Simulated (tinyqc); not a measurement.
## Ideality, saturation current and resistance from three points

Question. Well above the saturation current a diode obeys V = n Vt ln(I/I0) + I Rs. Find n, Rs and I0.

Parameters, values chosen for the exercise:
- T = 400 K (temperature)

Constants: q = 1.602176634e-19 C, kB = 1.380649e-23 J/K, Vt = kB T/q. Results are converted to the units shown.

currents (A): [3e-6, 0.0003, 0.009]
voltages (V): [0.99448980, 1.2787867, 1.4932519]

Answer. V is linear in the three unknowns n Vt, Rs and -n Vt ln I0, so three points give a linear system.

n = 1.790
Rs = 0.5300 ohm
I0 = 3.000e-13 A

Numbers from tinyqc (`OMP_NUM_THREADS=1 python tinyqc.py 2260009 2260010 out.jsonl`; about 0.01 s on one thread of a shared Intel Xeon 2.30GHz).
